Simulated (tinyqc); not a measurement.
Nanowire ballistic transistor, top-of-the-barrier model: two steps of the calculation.

At the top of the source barrier, states moving towards the drain are filled by the source (Fermi level 0) and states moving back by the drain (Fermi level -q Vd); nothing scatters. U is the shift of the band edge there, set by the capacitances CG, CD and CS (the total) and by the charge. Parabolic one-dimensional subband; the source is grounded.

Values chosen for this exercise; mass and valleys close to those of gallium nitride:
- T = 250 K (temperature)
- m = 0.21 m0 (effective mass)
- gv = 1 (valley degeneracy)
- eox = 3.9 (relative permittivity of the gate insulator)
- tox = 2.7 nm (insulator thickness)
- d = 6 nm (wire diameter)
- aG = 0.77 (gate control CG/CS)
- E0 = 0.33 eV (band edge at the barrier top above the source Fermi level at zero bias)
- Vd = 0.6 V (drain voltage)

Constants: q = 1.602176634e-19 C, kB = 1.380649e-23 J/K, hbar = 1.054571817e-34 J s, h = 6.62607015e-34 J s, m0 = 9.1093837015e-31 kg, Vt = kB T/q, eps0 = 8.8541878128e-14 F/cm where lengths are in cm. Results are converted to the units shown.

Question 1. Self-consistent potential at the barrier top. eta1 = -(E0 + U)/Vt, eta2 = eta1 - Vd/Vt, n = (N0/2)[F_(-1/2)(eta1) + F_(-1/2)(eta2)], F_(-1/2)(x) = (1/sqrt(pi)) int_0^infinity u^(-1/2)/(1 + exp(u - x)) du. U(out) = UL + q (n - n0)/CS. Newton step: U(new) = U + (U(out) - U)/(1 + CQ/CS), CQ = (q/Vt) dn/d(eta1) with both F' summed; F' = dF_(-1/2)/dx.

U at the start (U = UL) = -0.5106 eV
N0 = 1.9441497e6 cm^-1
CS = 4.3900180 pF/cm
n0 = 0.43273539 cm^-1
UL = -0.5106 eV

Find: eta1; eta2; n; U(out); CQ; U after iteration 1.

Answer 1.

eta1 = 8.383
eta2 = -19.47
n = 3.156e6 cm^-1
U(out) = -0.3954 eV
CQ = 1.439 pF/cm
U after iteration 1 = -0.4239 eV

Question 2. Current, mean velocity and share of the gate voltage. N0 = gv sqrt(2 m kB T/pi)/hbar, CG = 2 pi eps0 eox/ln(1 + 2 tox/d), CS = CG/aG, n0 = n at U = 0 and Vd = 0. I = gv (2 q^2/h) Vt [ln(1 + exp eta1) - ln(1 + exp eta2)]. Mean velocity I/(q n). CQ = (q/Vt) dn/d(eta1); the band edge follows the gate as -dU/dVg = aG/(1 + CQ/CS).

converged U = -0.42751842 eV

Find: eta1; n; I; mean velocity; CQ; -dU/dVg.

Answer 2.

eta1 = 4.527
n = 2.276e6 cm^-1
I = 7.574 uA
mean velocity = 2.077e7 cm/s
CQ = 2.065 pF/cm
-dU/dVg = 0.5237 eV/V

The carriers from the source are degenerate (eta1 = 4.53), and the mean velocity is 1.94 times vT = sqrt(2 kB T/(pi m)) = 1.07e7 cm/s.

tinyqc, about 0.03 s, one thread, Intel Xeon 2.30GHz (shared host): `OMP_NUM_THREADS=1 python tinyqc.py 2400076 2400077 out.jsonl`
